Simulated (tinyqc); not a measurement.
Vertical double-diffused power MOSFET, components of the on-resistance: one step of the calculation.

Stripe cells of pitch Wp + a, two channels a cell. Current flows through the channels, spreads in the accumulation layer, passes the gap between the p bodies and spreads at 45 degrees into the drift layer below them. Low drain voltage, full ionisation.

Problem. Components of the on-resistance. Pitch p = Wp + a, Cox = 3.9 eps0/tox; zero-bias depletion in the gap w0 = sqrt(2 eps0 eps_r Vbi/(q N Nj)), open gap g = a - 2 w0; R_ch = Lc p/(2 mch Cox Vov); R_acc = 0.6 a p/(4 mac Cox Vov), 0.6 being an empirical factor for current leaving the layer along its length; R_gap = (rho/Nj) xp p/g; spreading depth t = min(W, (p - g)/2); R_drift = (rho p/2) ln((g + 2 t)/g) + rho (W - t); R_on = the sum with Rs.

Inputs (values chosen for the exercise); bulk values close to those of gallium nitride:
```
symbol,value,unit,meaning
eps_r,9.75,,relative permittivity
tox,40,nm,gate oxide thickness (eps_r 3.9)
Vov,7,V,gate overdrive
mch,21,cm^2/(V s),channel mobility
mac,90,cm^2/(V s),accumulation-layer mobility
Lc,1.2,um,channel length
Wp,7,um,"width of the p body in one cell, channels included"
a,4.4,um,gap between neighbouring p bodies
xp,1.4,um,depth of the p body
Nj,5,,doping of the gap over the drift doping
Vbi,2.96,V,built-in voltage of the body junction
Rs,0.47,mohm cm^2,substrate and contact resistance
```

Constants: q = 1.602176634e-19 C, eps0 = 8.8541878128e-14 F/cm where lengths are in cm. Results are converted to the units shown.

drift doping N = 1.0627727e16 cm^-3
drift thickness W = 13.129275 um
electron mobility mu at T = 373.86298 cm^2/(V s)
drift resistivity rho = 1.5708574 ohm cm

Give: w0; g; components; R_on; shares.

Solution.

w0 = 0.2450 um
g = 3.910 um
components (mohm cm^2): channel 5.390, accumulation 1.383, gap 0.1282, drift 2.432, substrate 0.4700
R_on = 9.804 mohm cm^2
shares (%): channel 54.98, accumulation 14.11, gap 1.31, drift 24.81, substrate 4.79

The channel term is the largest. R_on is 4.75 times the ideal drift resistance rho W, and spreading raises the drift term to 1.18 times it.

Computed by the program tinyqc: `OMP_NUM_THREADS=1 python tinyqc.py 2230143 2230144 out.jsonl`, one thread of a shared Intel Xeon 2.30GHz, about 0.01 s for the whole run.
